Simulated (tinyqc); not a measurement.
# Worked calculation: capacitance of parallel on-chip lines from Laplace's equation on a mesh

Numbers from tinyqc (`OMP_NUM_THREADS=1 python tinyqc.py 2790218 2790219 out.jsonl`; about 1 s on one thread of a shared Intel Xeon 2.30GHz). Printed values are rounded.

Cross-section of an endless row of equal lines between two grounded planes; neighbours are driven in antiphase (+1 V and -1 V), so the plane midway between two lines is at 0 V. By symmetry one quarter is solved: x runs from the centre of a line (column 0, mirror) to that midplane (column 4, 0 V), y from the mid-height of the line (row 0, mirror) to the ground plane (row 3, 0 V). The line fills columns 0 to 2 and rows 0 to 1 at 1 V. Cells beside the line (below row 1) have e2, cells above have e1. Each link between nodes has the conductance g = mean permittivity of the two cells beside it (a cell beyond a mirror counts as 0), and the free nodes obey sum g (V_neighbour - V) = 0.

Values chosen for this exercise: relative permittivity above and below the lines e1 = 2.4; relative permittivity between the lines e2 = 2; over-relaxation factor om = 1.

Constants: eps0 = 8.8541878128e-12 F/m. Results are converted to the units shown.

## Link conductances

gx[j, i] joins node (row j, column i) to column i + 1, gy[j, i] to row j + 1.

gx:
```
,col 0,col 1,col 2,col 3
row 0,1,1,1,1
row 1,2.2,2.2,2.2,2.2
row 2,2.4,2.4,2.4,2.4
row 3,1.2,1.2,1.2,1.2
```

gy:
```
,col 0,col 1,col 2,col 3,col 4
row 0,1,2,2,2,1
row 1,1.2,2.4,2.4,2.4,1.2
row 2,1.2,2.4,2.4,2.4,1.2
```

## Iteration 1: relaxation sweep

V at the start (V):
```
,col 0,col 1,col 2,col 3,col 4
row 0,1,1,1,0,0
row 1,1,1,1,0,0
row 2,0,0,0,0,0
row 3,0,0,0,0,0
```

One sweep visits the free nodes row by row from row 0, left to right, and replaces V by V + om (weighted mean of the neighbours - V), using new values at once.

V after sweep 1 (V):
```
,col 0,col 1,col 2,col 3,col 4
row 0,1.00000,1.00000,1.00000,0.25000,0.00000
row 1,1.00000,1.00000,1.00000,0.30682,0.00000
row 2,0.25000,0.31250,0.32812,0.15874,0.00000
row 3,0.00000,0.00000,0.00000,0.00000,0.00000
```

## Iteration 2: relaxation sweep

As before.

V after sweep 2 (V):
```
,col 0,col 1,col 2,col 3,col 4
row 0,1.00000,1.00000,1.00000,0.40341,0.00000
row 1,1.00000,1.00000,1.00000,0.38498,0.00000
row 2,0.40625,0.43359,0.39808,0.19576,0.00000
row 3,0.00000,0.00000,0.00000,0.00000,0.00000
```

## Course of the relaxation

Stop when no node changes by 1e-7 V. C = 4 eps0 sum g (difference of V along the link)^2, in aF/um.

Course of the iteration:
```
sweep,C (aF/um),largest change (V)
1,198.639,0.328
2,182.134,0.156
3,180.689,0.0605
4,180.592,0.0163
5,180.586,4.22e-3
6,180.586,1.07e-3
7,180.586,2.72e-4
8,180.586,6.85e-5
9,180.586,1.72e-5
10,180.586,4.32e-6
11,180.586,1.08e-6
12,180.586,2.71e-7
13,180.586,6.77e-8
```

Converged in 13 sweeps. Over the last four sweeps the change shrinks by about 0.25 a sweep. C comes down from above, since the solution minimises the energy.

## Capacitance per length

converged V (V):
```
,col 0,col 1,col 2,col 3,col 4
row 0,1.00000,1.00000,1.00000,0.45506,0.00000
row 1,1.00000,1.00000,1.00000,0.41011,0.00000
row 2,0.48876,0.47753,0.42135,0.20787,0.00000
row 3,0.00000,0.00000,0.00000,0.00000,0.00000
```

C = 4 eps0 sum g (difference of V)^2 over all links (twice the energy of the four quarters, line at 1 V). Plate estimate without fringing: eps0 [2 e1 w/hd + 2 e2 t/(s/2)], w = 4 hx, t = 2 hx, s/2 = 2 hx, hd = 2 hx.

C = 180.586 aF/um
plate estimate = 120.417 aF/um

C depends on the shape only, not on the mesh step hx. Meshes 6, 12 and 24 times finer extrapolate (Aitken) to 167.1 aF/um; this mesh is 8.1 % above that, and the plate estimate is 28 % below it.
